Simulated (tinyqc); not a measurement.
Trap density from swing and capacitance.

Inverse problem. In an MOS structure at one bias the subthreshold swing is S = Vt ln 10 (1 + (Cd + q Dit)/Cox) and 1/C_HF = 1/Cox + 1/Cd, Cox = 3.9 eps0/EOT. Find Cd and Dit.

Inputs (values chosen for the exercise): temperature T = 300 K; equivalent oxide thickness EOT = 28 nm.

Constants: q = 1.602176634e-19 C, kB = 1.380649e-23 J/K, Vt = kB T/q, eps0 = 8.8541878128e-14 F/cm where lengths are in cm. Results are converted to the units shown.

S = 142.94307 mV/decade
C_HF = 65.754344 nF/cm^2

Answer. C_HF gives Cd, and the swing gives Cd + q Dit.

Cd = 140.9 nF/cm^2
Dit = 1.995e11 cm^-2 eV^-1

tinyqc, about 0.01 s, one thread, Intel Xeon 2.30GHz (shared host): `OMP_NUM_THREADS=1 python tinyqc.py 2030066 2030067 out.jsonl`
